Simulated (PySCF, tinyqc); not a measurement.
FCI on RHF in the sto-3g basis, for H4, spin multiplicity 1, step by step. The lowest restricted solution is unstable here: a spin-polarised one lies 0.0172 hartree lower (PySCF). One step of it, computed by the program tinyqc.

Question. Integrals over molecular orbitals. (pq|rs) = sum C_ip C_jq C_kr C_ls (ij|kl), one index at a time.

coefficients C:
```
            MO1        MO2        MO3        MO4
1H 1s  0.392253   0.464716   0.641509  -0.600820
2H 1s  0.441131   0.418803  -0.551911   0.699890
3H 1s  0.441131  -0.418803  -0.551911  -0.699890
4H 1s  0.392253  -0.464716   0.641509   0.600820
```

core Hamiltonian H = T + V (hartree), lower triangle:
```
           1H 1s      2H 1s      3H 1s      4H 1s
1H 1s  -1.160823
2H 1s  -0.580932  -1.316458
3H 1s  -0.022881  -0.223412  -1.316458
4H 1s  -0.001124  -0.022881  -0.580932  -1.160823
```

Two-electron integrals (ij|kl) in chemists' order, unique and non-zero (hartree):
```
(11|11) 0.774606   (21|11) 0.201146   (21|21) 0.073740   (22|11) 0.398147
(22|21) 0.201146   (22|22) 0.774606   (31|11) 0.003958   (31|21) 0.001774
(31|22) 0.006210   (31|31) 0.000063   (32|11) 0.032418   (32|21) 0.015814
(32|22) 0.063496   (32|31) 0.000707   (32|32) 0.009246   (33|11) 0.165055
(33|21) 0.073153   (33|22) 0.272712   (33|31) 0.003958   (33|32) 0.063496
(33|33) 0.774606   (41|11) 0.000118   (41|21) 0.000056   (41|22) 0.000214
(41|31) 2.46e-06   (41|32) 0.000032   (41|33) 0.000214   (41|41) 1.10e-07
(42|11) 0.002214   (42|21) 0.001023   (42|22) 0.003958   (42|31) 0.000050
(42|32) 0.000707   (42|33) 0.006210   (42|41) 2.46e-06   (42|42) 0.000063
(43|11) 0.048606   (43|21) 0.020670   (43|22) 0.073153   (43|31) 0.001023
(43|32) 0.015814   (43|33) 0.201146   (43|41) 0.000056   (43|42) 0.001774
(43|43) 0.073740   (44|11) 0.118120   (44|21) 0.048606   (44|22) 0.165055
(44|31) 0.002214   (44|32) 0.032418   (44|33) 0.398147   (44|41) 0.000118
(44|42) 0.003958   (44|43) 0.201146   (44|44) 0.774606
```

Give: one-electron integrals over orbitals h = C^T H C; Two-electron integrals over orbitals.

Answer.

one-electron integrals over orbitals h = C^T H C (hartree), lower triangle:
```
         1        2        3        4
1  -1.3748
2   0.0000  -1.3188
3   0.0847   0.0000  -1.0393
4   0.0000  -0.0754   0.0000  -0.9695
```

Two-electron integrals over orbitals (pq|rs), unique and non-zero (hartree):
```
(11|11) 0.3816    (21|21) 0.1999    (22|11) 0.3772    (22|22) 0.3813
(31|11) -0.0323   (31|22) -0.0028   (31|31) 0.1130    (32|21) 0.0469
(32|32) 0.1069    (33|11) 0.3767    (33|22) 0.3784    (33|31) -0.0047
(33|33) 0.3906    (41|21) 0.0097    (41|32) -0.0955   (41|41) 0.1003
(42|11) 0.0378    (42|22) 0.0095    (42|31) -0.1137   (42|33) 0.0071
(42|42) 0.1167    (43|21) -0.1992   (43|32) -0.0492   (43|41) -0.0082
(43|43) 0.2108    (44|11) 0.3935    (44|22) 0.3890    (44|31) -0.0351
(44|33) 0.3990    (44|42) 0.0402    (44|44) 0.4190
```
